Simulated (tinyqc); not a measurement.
# Resistance of a tapered via with liner, size effect and interface: via resistance against the interface resistivity at the bottom

A round via whose diameter grows from db at the bottom as D(z) = db + 2 z/tan(ang). The fill, of diameter D - 2 tl, starts above the bottom liner (thickness fb tl) and has rho = rho0 (1 + ks lam/(D - 2 tl)); the sidewall liner conducts in parallel with it. The bottom liner and the interface are crossed over the full area pi db^2/4. Spreading in the lines above and below is left out.

Slices between z0 = fb tl and hv, evaluated at their midpoints: conductance per length pi/4 [(D - 2 tl)^2/rho + (D^2 - (D - 2 tl)^2)/rl], slice resistance = slice height over that. 2000 slices. R_fill = sum of the slices; R_bottom = rl fb tl/(pi db^2/4); R_interface = ri/(pi db^2/4); ballistic (Sharvin) limit 1/(Sb pi (db - 2 tl)^2/4); ideal cylinder rho0 hv/(pi db^2/4).

Values chosen for this exercise; fill metal close to copper: diameter at the bottom db = 39 nm; height hv = 78 nm; sidewall angle ang = 87 degrees; bulk resistivity of the fill rho0 = 1.72 uohm cm; mean free path of the fill lam = 40 nm; size-effect factor ks = 1; liner on the sidewall tl = 3 nm; liner at the bottom over that on the sidewall fb = 0.5; resistivity of the liner rl = 410 uohm cm; ballistic conductance per area, about 3/(4 rho0 lam) Sb = 1.1e15 S/m^2.

The same in every row: R_fill (ohm) = 2.5554; R_bottom (ohm) = 5.1482; ballistic limit (ohm) = 1.0629.

Results:

| ri (ohm cm^2) | R_interface (ohm) | R (ohm) | R over ideal cylinder | largest part |
|---|---|---|---|---|
| 2e-13 | 0.016742 | 7.7203 | 6.8743 | bottom liner |
| 1e-12 | 0.083711 | 7.7873 | 6.9340 | bottom liner |
| 2e-12 | 0.16742 | 7.8710 | 7.0085 | bottom liner |
| 6e-12 | 0.50226 | 8.2058 | 7.3067 | bottom liner |
| 1e-11 | 0.83711 | 8.5407 | 7.6048 | bottom liner |
| 3e-11 | 2.5113 | 10.215 | 9.0956 | bottom liner |

Estimate the missing row, ri = 5e-13 ohm cm^2.

Computed row:

| ri (ohm cm^2) | R_interface (ohm) | R (ohm) | R over ideal cylinder | largest part |
|---|---|---|---|---|
| 5e-13 | 0.041855 | 7.7454 | 6.8967 | bottom liner |

With this row back in the table: R rises from 7.72 to 10.2 ohm. The bottom liner is the largest part at ri = 2e-13 and in all other rows. The share of the two bottom terms goes from 66.9 to 75.0 %.

Numbers from tinyqc (`OMP_NUM_THREADS=1 python tinyqc.py 2750169 2750170 out.jsonl`; about 0.01 s on one thread of a shared Intel Xeon 2.30GHz).
